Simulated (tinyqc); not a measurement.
Polarisation charge from two barrier thicknesses.

Question. VT = phiB - dEc - q sigma d/(eps0 eps_r). Find sigma, phiB - dEc and the thickness at which VT = 0.

Parameters, values chosen for the exercise:
- eps_r = 9.1 (relative permittivity of barrier and channel)

Constants: q = 1.602176634e-19 C, eps0 = 8.8541878128e-14 F/cm where lengths are in cm. Results are converted to the units shown.

VT for d = 20 and 26 nm (V): [-4.3144573, -5.8561145]

Solution. VT is linear in d.

sigma = 1.29e13 cm^-2
phiB - dEc = 0.824 V
thickness for VT = 0 = 3.21 nm

Numbers from tinyqc (`OMP_NUM_THREADS=1 python tinyqc.py 2570036 2570037 out.jsonl`; about 0.02 s on one thread of a shared Intel Xeon 2.30GHz).
